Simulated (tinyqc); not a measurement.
Chemical vapour deposition: Grove model, boundary layer, depletion and step coverage. Changing the total pressure p. Computed by tinyqc, a small Python program. Command: `OMP_NUM_THREADS=1 python tinyqc.py 3011278 3011279 out.jsonl cvd sweep`. One thread of a shared host (Intel(R) Xeon(R) Processor @ 2.30GHz), about 0.02 s of CPU time with the checks.

A precursor diffuses to the surface and reacts there at first order; each molecule that reacts adds one formula unit of film.

Inputs (values chosen for the exercise, close to those used for polysilicon from silane):

| quantity | value | unit |
|---|---|---|
| prefactor k0 of k_s | 1.9e+07 | cm/s |
| activation energy E | 1.61 | eV |
| temperature T | 780 | C |
| mole fraction of the precursor Y | 0.66 | - |
| gas diffusivity D0 at 273.15 K and 760 torr | 0.22 | cm^2/s |
| film density N | 5e+22 | formula units/cm^3 |
| precursor mass M | 32 | u |
| trench width w | 0.28 | um |
| aspect ratio of the trench | 33 | - |
| wafer radius R | 10 | cm |
| wafer spacing s | 1.1 | cm |

Reactor: wafer stack, low pressure.

Constants: k_B = 1.380649e-23 J/K; u = 1.6605390666e-27 kg; k_B = 8.617333262e-05 eV/K.

Method:
- k_s = k0 exp(-E/(k_B T)); C_g = Y p/(k_B T), 1 torr = 133.322 Pa; D = D0 (T/273.15)^1.75 (760/p).
- Temperatures in kelvin are T(C) + 273.15.
- Mean speed c = sqrt(8 k_B T/(pi M)); reactive sticking probability beta = 4 k_s/c.
- Between two wafers the gas diffuses inward and reacts on both faces: (D/r) d/dr (r dC/dr) = 2 k_s C/s, so C(r)/C_g = I0(phi r/R)/I0(phi) with phi^2 = 2 k_s R^2/(s D); G(r) = k_s C(r)/N, 1 cm/s = 6e8 nm/min; the mean over the wafer is eta = 2 I1(phi)/(phi I0(phi)).
- In a long trench of width w and depth l = aspect ratio x w: Knudsen diffusivity D_K = (2w) c/3 (hydraulic diameter 2w), combined as 1/D_e = 1/D_K + 1/D; D_e d2C/dz2 = 2 k_s C/w with D_e dC/dz = -k_s C at the floor. With m = sqrt(2 k_s/(w D_e)): C(floor)/C(top) = 1/[cosh(m l) + (k_s/(D_e m)) sinh(m l)].

One run for each value:

| total pressure p (torr) | growth rate G at the edge (nm/min) | rate at the centre over rate at the edge | step coverage | gas diffusivity D (cm^2/s) |
|---|---|---|---|---|
| 0.022 | 0.599 | 0.99979 | 0.99248 | 80625 |
| 0.042 | 1.144 | 0.99960 | 0.99248 | 42232 |
| 0.082 | 2.234 | 0.99921 | 0.99248 | 21631 |
| 0.160 | 4.359 | 0.99846 | 0.99248 | 11086 |
| 0.310 | 8.445 | 0.99703 | 0.99248 | 5722 |
| 0.590 | 16.074 | 0.99435 | 0.99248 | 3006 |
| 1.100 | 29.968 | 0.98951 | 0.99248 | 1612 |
| 2.200 | 59.935 | 0.97918 | 0.99247 | 806 |

What does the table show, and why?

Over the rows, growth rate G at the edge (nm/min) rises from 0.599 to 59.9 (exponent d ln y / d ln x about 1.0 throughout); rate at the centre over rate at the edge falls from 1.000 to 0.979 (exponent d ln y / d ln x -3.0e-4 between the first rows and -0.015 between the last); step coverage falls from 0.9924835 to 0.9924693. The exponent of growth rate G at the edge stays at 1: reaction control: C_g is proportional to p.

Caution (rows 0.0220, 0.0420, 0.0820, 0.160): the mean free path 3D/c is comparable with or larger than the wafer spacing, where wall collisions cap D near (2s) c/3 and the lag is larger than computed. Caution (all rows): the hydraulic-diameter form of D_K is rough for a slit.
